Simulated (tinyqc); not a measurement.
The window in starting coverage: bottom-up copper filling of a trench by curvature-enhanced accelerator coverage. Computed by tinyqc, a small Python program. Command: `OMP_NUM_THREADS=1 python tinyqc.py 3026818 3026819 out.jsonl superfill walk`. One thread of a shared host (Intel(R) Xeon(R) Processor @ 2.30GHz), about 0.06 s of CPU time with the checks.

A rectangular trench keeps vertical walls and a flat floor. An accelerator floats on the surface; where area is lost in the corners it is passed on to the floor.

Inputs (values chosen for the exercise, close to those used for damascene copper plating):
```
quantity                                           value     unit
trench width w                                       190       nm
aspect ratio h/w                                     3.1        -
exchange current of the suppressed surface i_0     0.035  mA/cm^2
exchange current of the accelerated surface i_1     0.63  mA/cm^2
transfer coefficient alpha                          0.39        -
overpotential eta                                   0.15        V
adsorption rate k_a                                    0      1/s
cupric ion concentration C                          0.35    mol/l
diffusivity D                                    5.4e-06   cm^2/s
boundary layer delta                                  61       um
temperature T                                        298        K
```

Constants: e = 1.602176634e-19 C; N_A = 6.02214076e+23 1/mol; k_B = 8.617333262e-05 eV/K.

Method. Kinetic current i_k = [i_0 (1 - theta) + i_1 theta] exp(alpha eta/(k_B T)), limit i_L = 2 F D C/delta, i = 1/(1/i_k + 1/i_L); velocity v = i Omega/(2F), Omega = 7.11 cm^3/mol, F = e N_A. Depletion inside the trench is ignored. Half width x, floor height y, depth h = aspect ratio x w. dx/dt = -v_s, dy/dt = v_b. d theta_b/dt = k_a (1 - theta_b) + [theta_s v_b + theta_b v_s]/x: the floor takes the accelerator of the wall it covers and keeps its own as it narrows. d theta_s/dt = k_a (1 - theta_s). theta_b is capped at 1. Integrate (tolerance 1e-9) until the walls meet (x = 0.02 w/2) or the floor passes the original mouth y = h. Start: x = w/2, y = 0, theta_b = theta_s = theta_0. Height filled = y/h, opening left = x/(w/2).

Outcome:
```
theta_0  v(1)/v(theta_0)  height filled  opening left  time (s)
0.001             16.142        0.17416          0.02    731.72
0.003             15.623        0.20694          0.02    708.19
0.010             14.044        0.32085          0.02    636.59
0.020             12.274        0.42722          0.02    556.36
0.050              8.916        0.53156          0.02    404.15
0.100              6.138        0.51692          0.02    278.25
0.200              3.803        0.42419          0.02    172.38
0.400              2.186        0.30218          0.02     99.08
0.800              1.211        0.18955          0.02     54.90
```

No row fills the trench; the best, at theta_0 = 0.05, reaches 53 % of the height. Too little accelerator takes too long to concentrate. Too much speeds the walls as well and removes the contrast.

Extremes, crossings and ranges named in words are read from the listed rows.
